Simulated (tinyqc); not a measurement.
ESD clamp with bipolar snapback, compact model and design window: two steps of the calculation.

The drain junction multiplies the current that enters it: Igen = (M - 1)(Ic + I0), M = 1/(1 - (Vj/BV)^n). The generated holes leave through the substrate resistance and the base of the parasitic npn: Igen = Vb/Rb + Ic/be, Ic = Is exp(Vb/Vt). Terminal current I = Ic + I0 + Igen and voltage V = Vj + I Ro, per width. Isothermal, constant gain.

Inputs (values chosen for the exercise); values close to those of grounded-gate n-channel clamps:
- T = 300 K (temperature)
- BV = 10.5 V (junction breakdown voltage)
- n = 4.2 (exponent of the multiplication)
- be = 8.6 (current gain of the parasitic npn)
- Is = 3.4e-18 A/um (saturation current)
- I0 = 1.7e-11 A/um (junction leakage)
- Rb = 76000 ohm um (substrate resistance)
- Ro = 300 ohm um (drain ballast and contact resistance)
- It2 = 11.3 mA/um (failure current for 100 ns)

Constants: q = 1.602176634e-19 C, kB = 1.380649e-23 J/K, Vt = kB T/q. Results are converted to the units shown.

Task 1. The snapback curve. For given Vb: Ic, Igen, M = 1 + Igen/(Ic + I0), Vj = BV (1 - 1/M)^(1/n), I and V.

| point | Vb (V) |
|---|---|
| 0 | 0.05 |
| 1 | 0.3 |
| 2 | 0.41 |
| 3 | 0.47 |
| 4 | 0.52 |
| 5 | 0.678 |
| 6 | 0.826 |
| 7 | 0.846 |
| 8 | 0.876 |

Wanted: Ic; M; Vj; I; V.

Result 1.

| point | Ic (uA/um) | M | Vj (V) | I (uA/um) | V (V) |
|---|---|---|---|---|---|
| 0 | 2.3520e-11 | 38701 | 10.500 | 0.65791 | 10.500 |
| 1 | 3.7261e-7 | 2.2722e5 | 10.500 | 3.9474 | 10.501 |
| 2 | 2.6253e-5 | 1.2473e5 | 10.500 | 5.3948 | 10.502 |
| 3 | 2.6738e-4 | 21747 | 10.500 | 6.1845 | 10.502 |
| 4 | 0.0018497 | 3666.5 | 10.499 | 6.8442 | 10.501 |
| 5 | 0.83441 | 11.808 | 10.281 | 9.8525 | 10.284 |
| 6 | 255.66 | 1.1588 | 6.5414 | 296.26 | 6.6303 |
| 7 | 554.18 | 1.1364 | 6.3379 | 629.75 | 6.5269 |
| 8 | 1768.6 | 1.1228 | 6.1994 | 1985.8 | 6.7952 |

V peaks at Vt1 = 10.50 V and falls to Vh = 6.527 V: once the npn supplies current, a small M feeds the base. At high current M tends to 1 + 1/be and Vj to BV (1 + be)^(-1/n) = 6.128 V.

Task 2. Base voltage at the failure current. I(Vb) = Ic (1 + 1/be) + I0 + Vb/Rb, I' = Ic (1 + 1/be)/Vt + 1/Rb; Newton steps on ln I: Vb(new) = Vb - ln(I/It2) I/I'. V follows from the introduction.

Vb after iteration 1 = 0.93556819 V

Find: I; V; I'; Vb after iteration 2.

Result 2.

I = 19.79 mA/um
V = 12.07 V
I' = 764.9 mS/um
Vb after iteration 2 = 0.9211 V

Program tinyqc, `OMP_NUM_THREADS=1 python tinyqc.py 2670059 2670060 out.jsonl`; Intel Xeon 2.30GHz, shared host, one thread, about 0.01 s.
